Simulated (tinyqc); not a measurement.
## Gap and mass from two generation rates

Problem. In the two-band model the band-to-band tunnelling rate in a uniform field is G = A F^2 exp(-B/F), with B = pi sqrt(m/C) Eg^1.5/4 (V/nm), A = 1e21 (2 q/h) m Eg/(16 pi C B) for G in cm^-3 s^-1 and F in V/nm, C = hbar^2/(2 m0). Find B, A, Eg and m.

Constants: q = 1.602176634e-19 C, hbar = 1.054571817e-34 J s, h = 6.62607015e-34 J s, m0 = 9.1093837015e-31 kg, hbar^2/(2 m0) = 0.0380998212 eV nm^2. Results are converted to the units shown.

G at F = 0.047 and 0.074 V/nm (cm^-3 s^-1): 1.5713928e15  3.4359516e21

Solution. The slope of ln(G/F^2) against 1/F is -B and the intercept gives A. The product A B fixes m Eg, and B = (pi/4) Eg sqrt(m Eg/C) then gives Eg.

B = 1.763 V/nm
A = 1.403e34 cm^-3 s^-1 (V/nm)^-2
Eg = 1.400 eV
m = 0.07000 m0

tinyqc, about 0.01 s, one thread, Intel Xeon 2.30GHz (shared host): `OMP_NUM_THREADS=1 python tinyqc.py 2620021 2620022 out.jsonl`
